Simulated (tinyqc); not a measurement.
Frequency dispersion of an accumulation capacitance by border traps, distributed model: one step of the calculation.

Traps spread evenly through the insulator exchange electrons with the semiconductor by tunnelling, with tau(x) = t0 exp(2 ka x) at depth x from the interface. The admittance per area Y seen at depth x obeys dY/dx = -Y^2/(i w eps0 eox) + q Nb ln(1 + i w tau)/tau, with Y(0) = i w Cs and w = 2 pi f; the gate sees Y(tox) = G + i w C. Working variable y = Y/(i w), in uF/cm^2. Cox = eps0 eox/tox.

Question. Capacitance and conductance at the gate. Beyond xe the traps are ignored, so 1/y(tox) = 1/y(xe) + (tox - xe)/(eps0 eox); C = Re y, G/w = -Im y, loss tangent G/(w C).

Inputs (values chosen for the exercise); permittivity close to that of silicon dioxide:
```
symbol  value  unit                                  meaning
eox      3.93         relative permittivity of the insulator
tox       4.3    nm                      insulator thickness
xe        2.4    nm  depth down to which the steps are taken
```

Constants: eps0 = 8.8541878128e-14 F/cm where lengths are in cm. Results are converted to the units shown.

y at xe = 1.5448995-0.1283947i uF/cm^2

Wanted: y at the gate; C; G/w; loss tangent.

Answer.

y at the gate = 0.83944-0.03772i uF/cm^2
C = 0.83944 uF/cm^2
G/w = 0.037723 uF/cm^2
loss tangent = 0.044939

Program tinyqc, `OMP_NUM_THREADS=1 python tinyqc.py 2202030 2202031 out.jsonl`; Intel Xeon 2.30GHz, shared host, one thread, about 0.5 s.
